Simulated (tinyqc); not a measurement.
# Hole mobility in a silicon inversion layer, empirical terms and Matthiessen rule, step by step

tinyqc, about 0.01 s, one thread, Intel Xeon 2.30GHz (shared host): `OMP_NUM_THREADS=1 python tinyqc.py 2510165 2510166 out.jsonl` Printed values are rounded.

Inversion layer of sheet density Ns on a uniformly doped body. The mobility terms are empirical power laws with prefactors chosen for the exercise; adding their inverses (Matthiessen) is itself an approximation.

Values chosen for this exercise; material values close to those of silicon:
```
symbol,value,unit,meaning
T,250,K,temperature
Eg,1.1,eV,band gap
eps_r,11.5,,relative permittivity of the semiconductor
Nc,2.15e19,cm^-3,conduction-band density of states at T
Nv,2.04e19,cm^-3,valence-band density of states at T
Nb,8.1e16,cm^-3,body doping
Vsb,0,V,reverse body bias
eta,0.3333,,weight of the inversion charge in the effective field
Cox,2.15,uF/cm^2,gate capacitance
Ap,131,cm^2/(V s),phonon-limited mobility at 1 MV/cm and 300 K
As,532,cm^2/(V s),roughness-limited mobility at 1 MV/cm
gs,1.3,,exponent of the roughness term
Ac,1600,cm^2/(V s),Coulomb prefactor
Nit,9.2e10,cm^-2,charge at the interface
Ns,9.8e11,cm^-2,inversion density
WL,1,,ratio W/L
Vd,0.01,V,drain voltage
I,0.327,uA,measured linear current
```

Constants: q = 1.602176634e-19 C, kB = 1.380649e-23 J/K, Vt = kB T/q, eps0 = 8.8541878128e-14 F/cm where lengths are in cm. Results are converted to the units shown.

## Depletion charge and effective field

ni = sqrt(Nc Nv) exp(-Eg/(2 Vt)), Eg in volts; Ndep = sqrt(2 eps0 eps_r Nb (2 Vt ln(Nb/ni) + Vsb)/q); E = q (Ndep + eta Ns)/(eps0 eps_r), in MV/cm.

ni = 1.712073e8 cm^-3
Ndep = 9.413231e11 cm^-2
E = 0.1995117 MV/cm

The depletion charge gives 74.2 % of the field.

## Mobility terms and their sum

With t = T/(300 K): muC = Ac (Ns/1e12 cm^-2) t/(Nb/1e17 cm^-3 + Nit/1e11 cm^-2), muP = Ap E^(-1/3) t^(-1.75), muS = As E^(-gs); 1/mu is the sum of the inverses.

terms (cm^2/(V s)): Coulomb 755.2987, phonon 308.4483, roughness 4324.668
mu = 208.4529 cm^2/(V s)
shares of 1/mu (%): Coulomb 27.59874, phonon 67.58116, roughness 4.820091

The phonon term limits most.

## Iteration 1: inversion density for the measured current

Ns at the start = 4.9e11 cm^-2

I = (W/L) q Ns mu Vd. E = q (Ndep + eta Ns)/(eps0 eps_r) in MV/cm. With t = T/(300 K): muC = Ac (Ns/1e12 cm^-2) t/(Nb/1e17 cm^-3 + Nit/1e11 cm^-2), muP = Ap E^(-1/3) t^(-1.75), muS = As E^(-gs); 1/mu is the sum of the inverses. Ns(new) = I/((W/L) q mu Vd).

E = 0.1738139 MV/cm
mu = 168.4171 cm^2/(V s)
Ns after iteration 1 = 1.211856e12 cm^-2

## Iteration 2: inversion density for the measured current

As before.

E = 0.2116713 MV/cm
mu = 216.1231 cm^2/(V s)
Ns after iteration 2 = 9.443569e11 cm^-2

## Course of the iteration: inversion density for the measured current

Stop when Ns changes by less than 1e5 cm^-2, or after 120 iterations.

Course of the iteration:
```
iteration	Ns (cm^-2)	|change| (cm^-2)
1	1.211856e12	7.22e11
2	9.443569e11	2.67e11
3	9.866571e11	4.23e10
4	9.777751e11	8.88e9
5	9.795551e11	1.78e9
6	9.791949e11	3.60e8
7	9.792677e11	7.28e7
8	9.792530e11	1.47e7
9	9.792559e11	2.97e6
10	9.792553e11	6.00e5
11	9.792554e11	1.21e5
12	9.792554e11	2.45e4
```

Converged in 12 iterations. At the end each change is about 0.20 times the one before, with alternating sign: linear convergence.

## Split C-V extraction

```
point	Vg (V)	Cgc (uF/cm^2)	I (uA)
0	0.2	1.263106e-6	4.309957e-14
1	0.3	8.591505e-5	1.994050e-10
2	0.4	0.005828466	9.183069e-7
3	0.5	0.3355038	0.003182226
4	0.6	1.991648	0.2667382
5	0.7	2.147490	0.7686374
6	0.8	2.149963	1.200357
7	0.9	2.149999	1.568221
8	1	2.150000	1.888253
9	1.1	2.150000	2.171233
10	1.2	2.15	2.424505
11	1.3	2.15	2.653302
12	1.4	2.15	2.861501
```

Q(Vg) is the trapezoid sum of Cgc from the first point (where Q is taken as 0); mu_eff = I/((W/L) Q Vd); mu_FE = (dI/dVg)/((W/L) Cox Vd) with a backward difference. Listed from point 4 on.

```
point	Q (uC/cm^2)	mu_eff (cm^2/(V s))	mu_FE (cm^2/(V s))
4	0.1337243	199.4689	122.5842
5	0.3406811	225.6178	233.4415
6	0.5555538	216.0650	200.7999
7	0.7705519	203.5192	171.0994
8	0.9855519	191.5935	148.8524
9	1.200552	180.8529	131.6184
10	1.415552	171.2763	117.8010
11	1.630552	162.7241	106.4170
12	1.845552	155.0485	96.83685
```

At the last point mu_FE is 38 % below mu_eff: where the mobility falls with gate voltage the slope of I understates it.
